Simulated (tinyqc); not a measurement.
Geometry alone against geometry with stress: oxidation of curved silicon (wires and holes): cylindrical Deal-Grove kinetics with stress-retarded reaction. Computed by tinyqc, a small Python program. Command: `OMP_NUM_THREADS=1 python tinyqc.py 3016532 3016533 out.jsonl wireox walk`. One thread of a shared host (Intel(R) Xeon(R) Processor @ 2.30GHz), about 0.01 s of CPU time with the checks.

Silicon fills r < a and oxide a < r < b. One volume of silicon gives 2.25 volumes of oxide, and the length is fixed.

Inputs (values chosen for the exercise, close to those used for silicon in steam):

| quantity | value | unit |
|---|---|---|
| prefactor B0 | 411 | um^2/h |
| activation energy E_B | 0.786 | eV |
| prefactor (B/A)0 | 1.29e+08 | um/h |
| activation energy E_A | 2.06 | eV |
| starting silicon radius a0 | 50 | nm |
| starting oxide x_i | 1 | nm |
| viscosity prefactor eta0 | 8.8e-09 | Pa s |
| viscosity energy E_eta | 5.56 | eV |
| critical shear stress s_c | 46 | MPa |
| activation volume V_k | 9.6 | angstrom^3 |
| temperature T | 775 | C |
| time t | 0.1 | h |

Shape: wire (convex).

Constants: k_B = 8.617333262e-05 eV/K.

Method:
- B = B0 exp(-E_B/(k_B T)), B/A = (B/A)0 exp(-E_A/(k_B T)), eta = eta0 exp(E_eta/(k_B T)); 1 um = 1000 nm.
- Temperatures in kelvin are T(C) + 273.15.
- Geometry: b^2 = b0^2 + 1.25 (a0^2 - a^2), b0 = a0 + x_i.
- Rate of oxide made per interface area: q = 1/[1/k + 2 a |ln(b/a)|/B], and |da/dt| = q/2.25. Reaction k = (B/A) exp(-sigma V_k/(k_B T)). New oxide pushes the old with radial speed u = 1.25 |da/dt| at r = a; the shear stress at radius r is s_c asinh(z a^2/r^2), z = 2 eta u/(a s_c) (Eyring flow), and the compressive normal stress at the interface is sigma = |int_a^b 2 s/r dr| = s_c |F(z) - F(z a^2/b^2)|, F(y) = int_0^y asinh(w)/w dw. q and sigma are solved together. 1 MPa angstrom^3 = 6.241509e-6 eV.
- Integrate da/dt adaptively (tolerance 1e-8); a wire counts as consumed at a = 0.5 nm and a hole as closed at b = 0.5 nm. Planar reference: x^2 + A x = B t + x_i^2 + A x_i, A = B/(B/A).
- A dash marks a stress-free run that has consumed the wire or closed the hole.

B = 68320.2 nm^2/h

B/A = 16.0536 nm/h

low-stress viscosity eta = 4.76882e+18 Pa s

k_B T = 0.0903226 eV

Oxide thickness (nm):

| t (h) | planar | curved, no stress | curved, with stress | a (nm) | sigma (MPa) |
|---|---|---|---|---|---|
| 0.003 | 1.0481 | 1.0476 | 1.0466 | 49.979 | 32.03 |
| 0.010 | 1.1605 | 1.1586 | 1.1551 | 49.930 | 35.34 |
| 0.020 | 1.3209 | 1.3169 | 1.3095 | 49.861 | 40.04 |
| 0.040 | 1.6417 | 1.6326 | 1.6161 | 49.722 | 49.37 |
| 0.070 | 2.1229 | 2.1041 | 2.0704 | 49.516 | 63.18 |
| 0.100 | 2.6040 | 2.5731 | 2.5184 | 49.312 | 76.76 |
| 0.150 | 3.4056 | 3.3494 | 3.2514 | 48.976 | 98.92 |
| 0.200 | 4.2068 | 4.1190 | 3.9681 | 48.645 | 120.52 |

At 0.2 h the thickness is 0.979 of the planar value from geometry alone and 0.943 with stress. On a wire the new oxide spreads over a larger circumference, which thins it, while the oxidant converges on a smaller interface. Stress takes 4 % off the stress-free value. Caution: elasticity of the oxide, stress-dependent diffusion and thin-oxide enhancement are left out.
